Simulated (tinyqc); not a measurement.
Thermal stress, cracking, delamination and buckling of a thin film; Griffith cracks and misfitting inclusions: one step, computed by the program tinyqc. Command: `OMP_NUM_THREADS=1 python tinyqc.py 3004295 3004296 out.jsonl filmcrack walk`. One thread of a shared host (Intel(R) Xeon(R) Processor @ 2.30GHz), about 0.01 s of CPU time with the checks.

Isotropic linear elasticity; the substrate is much thicker than the film; stress is positive in tension.

Problem. Griffith crack in the substrate. Through crack of length 2a in plane strain: K_Ic = sqrt(2 gamma_s E_s/(1 - nu_s^2)); fracture stress = K_Ic/sqrt(pi a). An edge crack of depth a has K larger by 1.1215.

Inputs (values chosen for the exercise, for a model film):
```
quantity                          value        unit
substrate Young's modulus E_s       148         GPa
substrate Poisson ratio nu_s       0.26           -
flaw half length a                   14  micrometre
substrate surface energy gamma_s      2       J/m^2
```

Give: toughness K_Ic; fracture stress, inner crack; fracture stress, edge crack.

Solution.

toughness K_Ic = 0.79682 MPa m^0.5

fracture stress, inner crack = 120.15 MPa

fracture stress, edge crack = 107.13 MPa

The inner crack lowers the strength to 0.8 % of the ideal E_s/10.
